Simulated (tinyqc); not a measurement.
Inside a calculation. Model: silicon n-p-n transistor, Gummel numbers and transit times.

tinyqc, about 0.01 s, one thread, Intel Xeon 2.30GHz (shared host): `OMP_NUM_THREADS=1 python tinyqc.py 2320049 2320050 out.jsonl` Printed values are rounded.

One-dimensional n-p-n transistor in the forward active mode at low injection. In the base p(x) = NB exp(-eta x/wb) and ni(x)^2 = ni^2 exp((g0 + g1 x/wb)/Vt); electrons leave the base at vsat; band spikes at the emitter junction and recombination inside the emitter are ignored.

Values chosen for this exercise; band and dielectric values close to those of silicon:
- T = 250 K (temperature)
- Eg = 1.1 eV (band gap)
- eps_r = 11.5 (relative permittivity)
- Nc = 2.17e19 cm^-3 (conduction-band density of states at T)
- Nv = 2.03e19 cm^-3 (valence-band density of states at T)
- vsat = 9.87e6 cm/s (saturation velocity)
- wb = 210 nm (neutral base width)
- NB = 1.2e18 cm^-3 (base doping at the emitter edge)
- eta = 0 (doping falls as exp(-eta x/wb))
- g0 = 0 eV (gap reduction at the emitter edge of the base)
- g1 = 0 eV (further gap reduction across the base (linear))
- Dn = 7.2 cm^2/s (electron diffusion coefficient in the base)
- NE = 1.3e20 cm^-3 (emitter doping)
- gE = 0.103 eV (gap reduction in the emitter (negative: wider gap))
- we = 150 nm (neutral emitter width)
- Dp = 1.4 cm^2/s (hole diffusion coefficient in the emitter)
- Se = 2e6 cm/s (recombination velocity at the emitter contact)
- tb = 6e-8 s (electron lifetime in the base)
- NC = 8.4e15 cm^-3 (collector doping)
- VCB = 1.9 V (collector-base reverse bias)

Constants: q = 1.602176634e-19 C, kB = 1.380649e-23 J/K, Vt = kB T/q, eps0 = 8.8541878128e-14 F/cm where lengths are in cm. Results are converted to the units shown.

Range of the model: Heavy doping makes emitter or base degenerate; gE and g0 are to be read as apparent gap changes that include this.

## Base Gummel number and transit time

f(x) = p(x) ni^2/ni(x)^2; I(x) = integral from x to wb of f/Dn, plus f(wb)/vsat; base Gummel number GB = I(0); electron density per unit flux n/(J/q) = I/f; base transit time tauB = integral of I/f over the base. Trapezoid rule on 9 equal steps.

```
point	x (nm)	f (cm^-3)	I (s/cm^4)	I/f (s/cm)
0	0.000	1.2e18	3.62158e12	3.01798e-6
1	23.333	1.2e18	3.23269e12	2.69391e-6
2	46.667	1.2e18	2.84380e12	2.36984e-6
3	70.000	1.2e18	2.45491e12	2.04576e-6
4	93.333	1.2e18	2.06602e12	1.72169e-6
5	116.667	1.2e18	1.67714e12	1.39761e-6
6	140.000	1.2e18	1.28825e12	1.07354e-6
7	163.333	1.2e18	8.99358e11	7.49465e-7
8	186.667	1.2e18	5.10469e11	4.25391e-7
9	210.000	1.2e18	1.21581e11	1.01317e-7
```

GB = 3.62158e12 s/cm^4
tauB = 32.7527 ps

With 4000 steps GB = 3.622e12 s/cm^4 and tauB = 32.75 ps. A uniform base would give wb^2/(2 Dn) + wb/vsat = 32.8 ps.

## Gain, Early voltage and collector delay

ni = sqrt(Nc Nv) exp(-Eg/(2 Vt)), Eg in volts; GE = NE exp(-gE/Vt)(we/Dp + 1/Se); JC = J0 exp(VBE/Vt), J0 = q ni^2/GB; gain limited by back injection GE/GB, by base recombination tb/tauB, together 1/beta = the sum of the inverses; collector layer one-sided, Wc = sqrt(2 eps0 eps_r (Vbc + VCB)/(q NC)), Vbc = Vt ln(p(wb) NC/ni^2), Cjc = eps0 eps_r/Wc; Early voltage VA = GB q p(wb)/(f(wb) Cjc [1/Dn - (eta + g1/Vt)/(wb vsat)]), f(wb) = p(wb) exp(-(g0 + g1)/Vt), p(wb) = NB exp(-eta); tauC = Wc/(2 vsat).

ni = 1.71580e8 cm^-3
GE = 1.22272e13 s/cm^4
J0 = 1.30240e-15 A/cm^2
GE/GB = 3.37620
tb/tauB = 1831.91
beta = 3.36999
Wc = 647.393 nm
Cjc = 0.157282 fF/um^2
VA = 265.621 V
tauC = 3.27960 ps

The gain is limited more by back injection into the emitter. beta VA = 895 V.
